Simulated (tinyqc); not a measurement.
Worked calculation: Slater-Koster d bands of a bcc metal. Values are carried at full precision from step to step, so a last printed digit may differ when a step is redone from the rounded ones.

Slater-Koster d bands. For a bond with direction cosines (l, m, n) the 5 x 5 block is dds Ps + ddp Pp + ddd (1 - Ps - Pp), the projectors on sigma, pi and delta states about the bond; for instance <xy|xy> = 3 l^2 m^2 dds + (l^2 + m^2 - 4 l^2 m^2) ddp + (n^2 + l^2 m^2) ddd, <xy|yz> = 3 l m^2 n dds + l n (1 - 4 m^2) ddp + l n (m^2 - 1) ddd and <3z2-r2|3z2-r2> = (n^2 - (l^2 + m^2)/2)^2 dds + 3 n^2 (l^2 + m^2) ddp + (3/4)(l^2 + m^2)^2 ddd. H(k) sums the blocks times cos(k.R) over the neighbours; the d level is the zero of energy; k in 2 pi/a.

Inputs chosen for the exercise (of the size met in Mo; shifted at random, so the results belong to these values and not to a real crystal): dds = -1.352 eV (dd sigma); ddp = 0.933 eV (dd pi); ddd = -0.135 eV (dd delta); f2 = 0.487 (factor on all three integrals for second neighbours); k = (0.46, 0.3, 0) 2 pi/a (wave vector); Nd = 5 (d electrons per atom).

## The block of one bond

Direction (1,1,1)/sqrt3; its eigenvalues must be dds once, ddp twice and ddd twice.

block (eV), lower triangle:
```
             xy       yz       zx   x2-y2  3z2-r2
xy      -0.3033
yz      -0.5243  -0.3033
zx      -0.5243  -0.5243  -0.3033
x2-y2         0  -0.3560   0.3560  0.5770
3z2-r2  -0.4111   0.2055   0.2055       0  0.5770
```

## Levels at Gamma

Neighbours: eight at (a/2)(1,1,1) and equivalents, and six at a(1,0,0) and equivalents with the integrals times f2.

Summing the blocks at k = 0 gives E(t2g) = (8/3) dds + (16/9) ddp + (32/9) ddd + f2 (4 ddp + 2 ddd), E(eg) = (16/3) ddp + (8/3) ddd + f2 (3 dds + 3 ddd).

levels (eV): t2g (threefold) -0.7407, eg (twofold) 2.4435

The t2g level lies lower, by 3.1842 eV.

## The Hamiltonian at one k

Sum over the neighbours.

H(k) (eV), lower triangle:
```
             xy      yz       zx    x2-y2   3z2-r2
xy      -1.4713
yz            0  0.5765
zx            0  3.3668  -0.1096
x2-y2         0       0        0   1.5124
3z2-r2   2.6395       0        0  -0.3385  -0.4302
```

## Levels and character

Diagonalise H; t2g is xy, yz, zx and eg the other two.

levels (eV): -3.6501  -3.1508  1.3473  1.9137  3.6177

weights:
```
     band 1  band 2  band 3  band 4  band 5
t2g   0.594   1.000   0.144   0.262   1.000
eg    0.406   0.000   0.856   0.738   0.000
```

## Levels at points of symmetry

Coordinates: G (0, 0, 0), H (1, 0, 0), N (0.5, 0.5, 0), P (0.5, 0.5, 0.5); the others lie half way.

Levels (eV):

| k | band 1 | band 2 | band 3 | band 4 | band 5 |
|---|---|---|---|---|---|
| G | -0.741 | -0.741 | -0.741 | 2.443 | 2.443 |
| G-H 0.5 | -1.910 | -0.131 | -0.131 | 0.461 | 1.949 |
| H | -6.789 | -6.789 | 4.113 | 4.113 | 4.113 |
| N | -4.577 | -4.063 | 1.910 | 2.167 | 4.326 |
| P | -1.686 | -1.686 | -1.686 | 2.173 | 2.173 |
| P-G 0.5 | -2.799 | -2.799 | 2.090 | 2.090 | 2.108 |
| G-N 0.5 | -2.402 | -2.194 | 1.793 | 1.840 | 2.177 |

On these points the bands run from -6.789 (H) to 4.326 eV (N).

## Second moment and the rectangular band

mu2 = z (dds^2 + 2 ddp^2 + 2 ddd^2)/5 per orbital, with z = 8 + 6 f2^2. A rectangular band with the same mu2 has width W = sqrt(12 mu2), Fermi level W (Nd/10 - 1/2) and bond energy -W Nd (10 - Nd)/20 (Friedel).

mu2 = 6.7946 eV^2
W = 9.0297 eV
Fermi level = 0.0000 eV
bond energy per atom = -11.2871 eV

The bond energy is the attractive part alone; the repulsion between atoms, left out, cancels a large share of it in the cohesive energy.

## Checks

- Levels at Gamma from the formulas against H(0): they agree to 1e-10 or better.
- Second moment from the formula against the mean square level on the mesh: both 6.79462.

Computed by tinyqc, a small Python program: `OMP_NUM_THREADS=1 python tinyqc.py 1481049 1481050 out.jsonl` (the numbers bound the seed that draws the inputs); one thread of a shared host (Intel(R) Xeon(R) Processor @ 2.30GHz), about 0.03 s for the whole set of steps.
